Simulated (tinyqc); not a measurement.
# MOSFET with velocity saturation and source resistance: what changes with what

Strong inversion, charge Q = Cox (Vg - m V) at channel potential V with Vg the gate overdrive, and drift velocity v = mu E/(1 + mu E/vsat). Integrating along the channel gives I = mu Cox (1/L)(Vg Vd - m Vd^2/2)/(1 + Vd/Vc) per width, Vc = vsat L/mu, which peaks at Vdsat. Units: I in uA/um, Rs in ohm um, so the drop over Rs is 1e-6 I Rs volts.

Values chosen for this exercise:
```
symbol  value        unit                       meaning
Cox      2.27     uF/cm^2              gate capacitance
mu0       100  cm^2/(V s)  mobility at low gate voltage
th        0.4         1/V          mobility degradation
vsat    1.1e7        cm/s           saturation velocity
m        1.42                               body factor
VT       0.28           V                     threshold
L        0.07          um                channel length
Rs          0      ohm um             source resistance
Vgs       1.5           V                  gate voltage
```

Each table varies one quantity; the others keep the values above.

## Effect of the source resistance

Vg = Vgs - I Rs - VT (0 if negative), mu = mu0/(1 + th Vg), Vc = vsat L/mu, x = sqrt(1 + 2 Vg/(m Vc)), Vdsat = 2 Vg/(m (1 + x)), Isat = Cox vsat Vg (x - 1)/(x + 1) per width. I = Isat is solved self-consistently; gm = dI/dVgs; Vdsat is the intrinsic value. The velocity at the source is I/(Cox Vg).

Effect of the source resistance:

| Rs (ohm um) | Vc (V) | Vdsat (V) | Isat (uA/um) | gm (uS/um) | velocity at the source/vsat |
|---|---|---|---|---|---|
| 0 | 1.146 | 0.6657 | 685.8 | 801.1 | 0.2251 |
| 50 | 1.136 | 0.6499 | 659.5 | 764.8 | 0.2225 |
| 100 | 1.126 | 0.6353 | 635.3 | 731.7 | 0.2200 |
| 200 | 1.109 | 0.6087 | 592.2 | 673.7 | 0.2153 |
| 300 | 1.094 | 0.5854 | 555.0 | 624.4 | 0.2110 |
| 500 | 1.070 | 0.5459 | 493.9 | 545.2 | 0.2033 |
| 800 | 1.041 | 0.4997 | 425.2 | 458.8 | 0.1935 |

As Rs goes from 0 to 800 ohm um, Isat falls from 686 to 425 uA/um, Vdsat falls from 0.666 to 0.500 V and gm falls from 801 to 459 uS/um; the velocity at the source goes from 0.23 to 0.19 of vsat. In every row the channel is so short that velocity overshoot and near-ballistic transport, left out here, matter.

## Effect of the channel length

Same model as above.

Result of one run:

| L (um) | Vc (V) | Vdsat (V) | Isat (uA/um) | gm (uS/um) | velocity at the source/vsat |
|---|---|---|---|---|---|
| 5 | 81.84 | 0.8547 | 15.82 | 21.60 | 0.005195 |

What becomes of these results when the channel length L is changed from 5 to 1.4 um, all else the same?

Result of the changed run:

| L (um) | Vc (V) | Vdsat (V) | Isat (uA/um) | gm (uS/um) | velocity at the source/vsat |
|---|---|---|---|---|---|
| 1.4 | 22.92 | 0.8436 | 55.06 | 74.39 | 0.01807 |

The whole series:

| L (um) | Vc (V) | Vdsat (V) | Isat (uA/um) | gm (uS/um) | velocity at the source/vsat |
|---|---|---|---|---|---|
| 0.03 | 0.4910 | 0.5505 | 1094 | 1181 | 0.3592 |
| 0.057 | 0.9330 | 0.6398 | 777.8 | 891.7 | 0.2553 |
| 0.11 | 1.800 | 0.7166 | 505.6 | 613.6 | 0.1660 |
| 0.2 | 3.274 | 0.7689 | 320.1 | 405.2 | 0.1051 |
| 0.39 | 6.384 | 0.8080 | 181.3 | 237.3 | 0.05952 |
| 0.73 | 11.95 | 0.8303 | 102.3 | 136.5 | 0.03358 |
| 1.4 | 22.92 | 0.8436 | 55.06 | 74.39 | 0.01807 |
| 2.6 | 42.56 | 0.8507 | 30.14 | 40.99 | 0.009895 |
| 5 | 81.84 | 0.8547 | 15.82 | 21.60 | 0.005195 |

As L goes from 0.03 to 5 um, Isat falls from 1090 to 15.8 uA/um, Vdsat rises from 0.551 to 0.855 V and gm falls from 1180 to 21.6 uS/um; the velocity at the source goes from 0.36 to 0.0052 of vsat. Isat goes as L^(-0.53) between the first two rows and as L^(-0.99) between the last two. For L = 0.03 to 0.057 um the channel is so short that velocity overshoot and near-ballistic transport, left out here, matter.

## Effect of the gate voltage

Same model as above.

Effect of the gate voltage:

| Vgs (V) | Vc (V) | Vdsat (V) | Isat (uA/um) | gm (uS/um) | velocity at the source/vsat |
|---|---|---|---|---|---|
| 0.43 | 0.8162 | 0.09956 | 21.53 | 264.2 | 0.05748 |
| 0.69 | 0.8963 | 0.2530 | 126.6 | 515.8 | 0.1237 |
| 0.96 | 0.9794 | 0.3980 | 286.7 | 657.4 | 0.1689 |
| 1.22 | 1.060 | 0.5296 | 469.3 | 741.2 | 0.2000 |
| 1.49 | 1.143 | 0.6610 | 677.8 | 799.3 | 0.2243 |
| 1.75 | 1.223 | 0.7839 | 891.0 | 838.7 | 0.2427 |
| 2.02 | 1.306 | 0.9090 | 1122 | 868.8 | 0.2582 |
| 2.28 | 1.386 | 1.028 | 1351 | 890.7 | 0.2704 |

As Vgs goes from 0.43 to 2.28 V, Isat rises from 21.5 to 1350 uA/um, Vdsat rises from 0.0996 to 1.03 V and gm rises from 264 to 891 uS/um; the velocity at the source goes from 0.057 to 0.27 of vsat. Against the overdrive Vgs - VT the current goes with exponent 1.76 at the start and 1.33 at the end (2 for the square law). With vsat made a thousand times larger the last exponent would be 1.57, which is what th and Rs alone leave. In every row the channel is so short that velocity overshoot and near-ballistic transport, left out here, matter. For Vgs = 1.75 to 2.28 V the channel charge passes 3 uC/cm^2, near what a silicon dioxide gate withstands.

Computed by the program tinyqc: `OMP_NUM_THREADS=1 python tinyqc.py 2500065 2500066 out.jsonl`, one thread of a shared Intel Xeon 2.30GHz, about 0.01 s for the whole run.
